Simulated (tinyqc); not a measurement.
Gate voltage from the surface potential.

Question. At the source end, Vgs + Vsb - Vfb - psi = gamma sqrt(G), G = psi - Vt + Vt exp((psi - 2 phiF - Vsb)/Vt), and the voltage over the insulator is gamma sqrt(G). Find that voltage and Vgs.

Values chosen for this exercise: temperature T = 300 K; flat-band voltage Vfb = -1.53 V; source-body reverse bias Vsb = 0.5 V.

Constants: q = 1.602176634e-19 C, kB = 1.380649e-23 J/K, Vt = kB T/q. Results are converted to the units shown.

psi = 3.9417220 V
phiF = 1.6569015 V
gamma = 1.1196552 V^0.5

Solution. In this direction the relation is explicit: no iteration is needed.

voltage over the insulator = 3.08 V
Vgs = 4.99 V

Program tinyqc, `OMP_NUM_THREADS=1 python tinyqc.py 2360079 2360080 out.jsonl`; Intel Xeon 2.30GHz, shared host, one thread, about 0.03 s.
